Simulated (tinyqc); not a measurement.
Minority carriers and saturation current of a heavily doped emitter: effect of the doping.

n-type, parabolic bands, full ionisation. eta = (EF - Ec)/kB T solves N = Nc F12(eta), F12(x) = (2/sqrt(pi)) int_0^infinity sqrt(u)/(1 + exp(u - x)) du. The gap shrinks rigidly by dEg = a3 y^(1/3) + a4 y^(1/4) + a2 y^(1/2), y = N/1e18 cm^-3, an empirical law that is here taken as the true narrowing.

ni = sqrt(Nc Nv) exp(-Eg/(2 Vt)), Eg in volts; degeneracy factor g = F12(eta) exp(-eta); nie^2 = ni^2 exp(dEg/kB T) g, p0 = nie^2/N; apparent narrowing dEg + kB T ln g. 1/tau = Cn N^2 + 1/ts, D = mup Vt, L = sqrt(D tau); J0 = (q p0 D/L)(s + tanh(W/L))/(1 + s tanh(W/L)), s = S L/D; the share recombining inside is 1 - 1/[cosh(W/L)(1 + tanh(W/L)/s)]. The mobility is held fixed.

Values chosen for this exercise; band and dielectric values close to those of silicon: temperature T = 300 K; band gap Eg = 1.13 eV; conduction-band density of states at 300 K Nc = 2.83e19 cm^-3; valence-band density of states at 300 K Nv = 2.69e19 cm^-3; coefficient of (N/1e18)^(1/3) a3 = 18.7 meV; coefficient of (N/1e18)^(1/4) a4 = 11.1 meV; coefficient of (N/1e18)^(1/2) a2 = 2.2 meV; minority-hole mobility mup = 170 cm^2/(V s); Auger coefficient Cn = 2.8e-31 cm^6/s; defect lifetime ts = 1.9 us; emitter width W = 1300 nm; recombination velocity at the contact S = 2.1e6 cm/s.

Constants: q = 1.602176634e-19 C, kB = 1.380649e-23 J/K, Vt = kB T/q. Results are converted to the units shown.

Effect of the doping:
```
N (cm^-3)	apparent narrowing (meV)	p0 (cm^-3)	L (nm)	J0 (fA/cm^2)	share inside (%)
6.4e17	27.60	359.6	2.618e4	1918	0.1271
1.4e18	35.14	220.1	2.022e4	1175	0.2130
3.1e18	44.87	144.8	1.169e4	775.2	0.6351
6.7e18	56.65	105.7	5793	573.0	2.544
1.5e19	71.67	84.40	2630	487.1	11.41
3.2e19	88.04	74.51	1237	537.8	38.51
7e19	105.7	67.45	565.9	855.2	80.79
1.5e20	119.8	54.32	264.1	1448	98.65
3.4e20	122.6	26.67	116.5	1612	100.0
```

The apparent narrowing rises from 27.6 to 123 meV. p0 goes as N^(-0.63) between the first two rows and N^(-0.87) between the last two (-1 without narrowing or degeneracy), and J0 goes from 1920 through a minimum of 487 (at N = 1.5e19 cm^-3 among the rows listed) to 1610 fA/cm^2. Past the minimum Auger recombination shortens L faster than p0 falls.

Range of the model: Band tails, non-parabolic bands and incomplete ionisation are left out.

tinyqc, about 0.01 s, one thread, Intel Xeon 2.30GHz (shared host): `OMP_NUM_THREADS=1 python tinyqc.py 2330134 2330135 out.jsonl`
